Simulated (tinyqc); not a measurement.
Square-lattice Ising model by mean field, Bethe lattice, transfer matrix, exact enumeration and Monte Carlo steps: one step, computed by the program tinyqc.

H = -J sum over nearest pairs s_i s_j, s = +-1, no field, periodic boundaries; energies per site are in J. As a lattice gas or an alloy, s marks which species holds the site.

Question. Exact averages on the small cell. Weights count x exp(-K E); N = 12; u = <E>/N, c = K^2 (<E^2> - <E>^2)/N in k_B, Binder U = 1 - <M^4>/(3 <M^2>^2).

Inputs (values chosen for the exercise, for a model lattice): temperature T = 1830 K.

Enumerated cell: 3 x 4.

States of the 3 x 4 cell:

| E (J) | \|M\| | count |
|---|---|---|
| -24 | 12 | 2 |
| -16 | 10 | 24 |
| -12 | 0 | 4 |
| -12 | 6 | 8 |
| -12 | 8 | 48 |
| -8 | 2 | 48 |
| -8 | 4 | 78 |
| -8 | 6 | 120 |
| -8 | 8 | 84 |
| -4 | 0 | 168 |
| -4 | 2 | 264 |
| -4 | 4 | 264 |
| -4 | 6 | 216 |
| 0 | 0 | 254 |
| 0 | 2 | 552 |
| 0 | 4 | 444 |
| 0 | 6 | 96 |
| 4 | 0 | 348 |
| 4 | 2 | 552 |
| 4 | 4 | 168 |
| 8 | 0 | 120 |
| 8 | 2 | 120 |
| 8 | 4 | 36 |
| 12 | 0 | 24 |
| 12 | 2 | 48 |
| 16 | 0 | 6 |

K = 0.2637967

Give: ln Z / N; u, cell; heat capacity c, cell; <|m|>, cell; Binder cumulant U.

Answer.

ln Z / N = 0.7775

u, cell = -0.7438

heat capacity c, cell = 0.3069

<|m|>, cell = 0.4974

Binder cumulant U = 0.3746
